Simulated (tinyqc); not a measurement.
# MOS inversion layer, Poisson-Schroedinger loop: effect of the temperature

Electrons confined at an insulator interface at z = 0, treated as a hard wall; parabolic valleys, Hartree approximation, no image or exchange terms. The depletion charge lies far deeper than the electrons and gives a uniform field q Nd/(eps0 eps_r); the gate balances all charge. Energies are counted from the band edge at the interface.

Schroedinger equation -(C/mz) psi'' + (V0 + U) psi = E psi, C = hbar^2/(2 m0), psi(0) = 0, on a uniform mesh of 800 nodes with a far wall at 49 nm, 8 levels a set; V0 = q Nd z/(eps0 eps_r); dU/dz = q (Ns - integral of n from 0 to z)/(eps0 eps_r), U(0) = 0; N_k = g md m0 q Vt/(pi hbar^2) ln(1 + exp((EF - E_k)/Vt)), g the number of valleys of the set, sum N_k = Ns. Triangular well: E_k = a_k (C F^2/mz)^(1/3), a_1 = 2.338107, a_2 = 4.087949, C = hbar^2/(2 m0), F in eV/nm. Fang-Howard (all electrons in the lowest level of set A): b^3 = 6 (mz1/C) q (Nd + 11 Ns/32)/(eps0 eps_r), centroid 3/b, level C b^2/(4 mz1) + (3/b) q (Nd + 11 Ns/16)/(eps0 eps_r). The centroid adds 3.9 z_av/eps_r to an oxide-equivalent thickness. Shares under 0.0001 % are printed as 0.

Values chosen for this exercise; masses and permittivity close to those of 4H silicon carbide (0001): relative permittivity eps_r = 9.59; mass along z of valley set A (3 valley(s)) mz1 = 0.328 m0; in-plane density-of-states mass of set A md1 = 0.42 m0; sheet density of electrons Ns = 2.6e12 cm^-2; sheet density of depletion charge Nd = 1.7e11 cm^-2.

Constants: q = 1.602176634e-19 C, kB = 1.380649e-23 J/K, hbar = 1.054571817e-34 J s, m0 = 9.1093837015e-31 kg, Vt = kB T/q, eps0 = 8.8541878128e-14 F/cm where lengths are in cm, hbar^2/(2 m0) = 0.0380998212 eV nm^2. Results are converted to the units shown.

The same in every row: Fang-Howard centroid (nm) = 2.96.

Effect of the temperature:
```
T (K),A1 (meV),A2 (meV),EF (meV),share of A1 (%),share of A2 (%),centroid z_av (nm),added oxide equivalent (nm)
20,137,173,142,100,0,2.80,1.14
50,137,173,140,100,0.0443,2.80,1.14
77,137,174,138,99.4,0.592,2.83,1.15
120,137,177,132,96.7,2.73,2.94,1.20
200,138,184,117,89.6,7.08,3.29,1.34
300,140,193,93.3,80.9,11.1,3.77,1.53
400,141,199,64.9,73.4,13.9,4.22,1.71
500,142,205,32.8,67.0,15.8,4.61,1.88
```

As T goes from 20 to 500, A1 rises from 137 to 142 meV, the share of A1 falls from 100 to 67.0 % and the centroid rises from 2.80 to 4.61 nm. EF lies more than 2 meV above A1 for T = 20, 50. The Fang-Howard centroid is 5.8 % above the full one in the first row, where A1 holds 100 %, and 36 % below it in the last, where A1 holds 67.0 %. For T = 400, 500 the eighth level of a set still holds over 0.4 % of the electrons, so more levels and a farther wall would raise the centroid.

tinyqc, about 0.6 s, one thread, Intel Xeon 2.30GHz (shared host): `OMP_NUM_THREADS=1 python tinyqc.py 2160135 2160136 out.jsonl`
